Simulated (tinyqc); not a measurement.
# Depth and level of a trap from the time ratio

Inverse problem. For an oxide trap tc/te = exp(E/Vt) with E = E0 - dpsi - (xt/tox)(Vg - VT - dpsi), dpsi being the rise of the surface potential above its value at threshold. Find xt and E0, and the depth that would be read if dpsi were ignored.

Parameters, values chosen for the exercise:
- T = 250 K (temperature)
- tox = 4 nm (insulator thickness)

Constants: q = 1.602176634e-19 C, kB = 1.380649e-23 J/K, Vt = kB T/q. Results are converted to the units shown.

Vg - VT (V): [-0.08, 0.07]
tc/te: [6.7594124, 0.069964225]
dpsi (V): [-0.055382915, 0.027255344]

Answer. E + dpsi is a straight line in the oxide voltage Vg - VT - dpsi with slope -xt/tox and intercept E0. Ignoring dpsi assigns the motion of the bands to the trap and overstates its depth.

xt = 0.9400 nm
E0 = -0.02000 eV
depth read without dpsi = 2.626 nm

Computed by the program tinyqc: `OMP_NUM_THREADS=1 python tinyqc.py 2710078 2710079 out.jsonl`, one thread of a shared Intel Xeon 2.30GHz, about 0.01 s for the whole run.
